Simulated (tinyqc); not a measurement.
# Wide-gap-emitter heterojunction bipolar transistor, Gummel numbers and transit times: what changes with what

One-dimensional n-p-n transistor in the forward active mode at low injection. In the base p(x) = NB exp(-eta x/wb) and ni(x)^2 = ni^2 exp((g0 + g1 x/wb)/Vt); electrons leave the base at vsat; band spikes at the emitter junction and recombination inside the emitter are ignored.

Inputs (values chosen for the exercise); band and dielectric values close to those of gallium arsenide: temperature T = 400 K; band gap Eg = 1.41 eV; relative permittivity eps_r = 13; conduction-band density of states at T Nc = 6.82e17 cm^-3; valence-band density of states at T Nv = 1.4e19 cm^-3; saturation velocity vsat = 7.84e6 cm/s; neutral base width wb = 90 nm; base doping at the emitter edge NB = 3.9e19 cm^-3; doping falls as exp(-eta x/wb) eta = 0; gap reduction at the emitter edge of the base g0 = 0 eV; further gap reduction across the base (linear) g1 = 0.063 eV; electron diffusion coefficient in the base Dn = 19 cm^2/s; emitter doping NE = 7e17 cm^-3; gap reduction in the emitter (negative: wider gap) gE = -0.2 eV; neutral emitter width we = 230 nm; hole diffusion coefficient in the emitter Dp = 2.9 cm^2/s; recombination velocity at the emitter contact Se = 6e5 cm/s; electron lifetime in the base tb = 2e-10 s; collector doping NC = 7.4e16 cm^-3; collector-base reverse bias VCB = 0.1 V; emitter junction capacitance Cj = 3.7 fF/um^2; emitter plus collector resistance Rc = 25 ohm um^2; hole mobility in the base mp = 110 cm^2/(V s).

Constants: q = 1.602176634e-19 C, kB = 1.380649e-23 J/K, Vt = kB T/q, eps0 = 8.8541878128e-14 F/cm where lengths are in cm. Results are converted to the units shown.

Each table varies one quantity; the others keep the values above.

## Cut-off frequency against collector current

f(x) = p(x) ni^2/ni(x)^2; I(x) = integral from x to wb of f/Dn, plus f(wb)/vsat; base Gummel number GB = I(0); electron density per unit flux n/(J/q) = I/f; base transit time tauB = integral of I/f over the base. ni = sqrt(Nc Nv) exp(-Eg/(2 Vt)), Eg in volts; JC = J0 exp(VBE/Vt), J0 = q ni^2/GB; collector layer one-sided, Wc = sqrt(2 eps0 eps_r (Vbc + VCB)/(q NC)), Vbc = Vt ln(NB exp(-eta) NC/ni^2), Cjc = eps0 eps_r/Wc, tauC = Wc/(2 vsat). Delay 1/(2 pi fT) = tauE + tauB + tauC + tauR with tauE = Vt (Cj + Cjc)/JC and tauR = Rc Cjc. Charge stored in the emitter is left out. The Kirk effect, also left out, sets in near JC = q NC vsat. n(0) = (JC/q) I(0)/f(0).

The same in every row: tauB (ps) = 1.789; tauC (ps) = 1.077; tauR (ps) = 0.01704.

Cut-off frequency against collector current:
```
JC (mA/um^2)	VBE (V)	tauE (ps)	fT (GHz)	JC/(q NC vsat)	n(0)/NB
0.0031	1.194	48.72	3.084	0.003335	1.181e-5
0.0066	1.220	22.88	6.177	0.007100	2.514e-5
0.014	1.246	10.79	11.64	0.01506	5.333e-5
0.031	1.273	4.872	20.52	0.03335	1.181e-4
0.066	1.299	2.288	30.78	0.07100	2.514e-4
0.14	1.325	1.079	40.18	0.1506	5.333e-4
0.3	1.351	0.5034	47.00	0.3227	0.001143
0.65	1.378	0.2324	51.09	0.6993	0.002476
1.4	1.404	0.1079	53.22	1.506	0.005333
```

fT rises from 3.08 to 53.2 GHz as the charging time falls as 1/JC; its limit for vanishing tauE is 55.2 GHz, of which the largest delay is tauB (62.0 %). tauE equals the other delays together at JC = 0.0524 mA/um^2. For JC = 0.65, 1.4 JC nears or passes q NC vsat, where base push-out would lower fT.

## Effect of the collector doping

ni = sqrt(Nc Nv) exp(-Eg/(2 Vt)), Eg in volts; GE = NE exp(-gE/Vt)(we/Dp + 1/Se); JC = J0 exp(VBE/Vt), J0 = q ni^2/GB; gain limited by back injection GE/GB, by base recombination tb/tauB, together 1/beta = the sum of the inverses; collector layer one-sided, Wc = sqrt(2 eps0 eps_r (Vbc + VCB)/(q NC)), Vbc = Vt ln(p(wb) NC/ni^2), Cjc = eps0 eps_r/Wc; Early voltage VA = GB q p(wb)/(f(wb) Cjc [1/Dn - (eta + g1/Vt)/(wb vsat)]), f(wb) = p(wb) exp(-(g0 + g1)/Vt), p(wb) = NB exp(-eta); tauC = Wc/(2 vsat). Peak fT here means 1/(2 pi (tauB + tauC + Rc Cjc)); base sheet resistance 1/(q mp times the integral of p).

The same in every row: GB (s/cm^4) = 9.282e12; GE/GB = 239.6; tb/tauB = 111.8; beta = 76.24; tauB (ps) = 1.789; base sheet resistance (kohm) = 0.1617.

Effect of the collector doping:
```
NC (cm^-3)	VA (V)	tauC (ps)	peak fT (GHz)
2e15	2.955e4	6.267	19.75
4.9e15	1.909e4	4.050	27.24
1.2e16	1.234e4	2.617	36.07
2.9e16	8021	1.701	45.46
7e16	5217	1.107	54.66
1.7e17	3382	0.7175	62.87
4.1e17	2200	0.4667	69.36
1e18	1423	0.3018	73.98
```

As NC goes from 2e15 to 1e18, beta stays at 76.2, VA falls from 29500 to 1420 V, the peak fT rises from 19.7 to 74.0 GHz and the base sheet resistance stays at 0.162 kohm. The product beta VA changes by a factor of 0.0482. Base recombination limits the gain in every row.

Range of the model: Heavy doping makes emitter or base degenerate; gE and g0 are to be read as apparent gap changes that include this.

Computed by the program tinyqc: `OMP_NUM_THREADS=1 python tinyqc.py 2320117 2320118 out.jsonl`, one thread of a shared Intel Xeon 2.30GHz, about 0.01 s for the whole run.
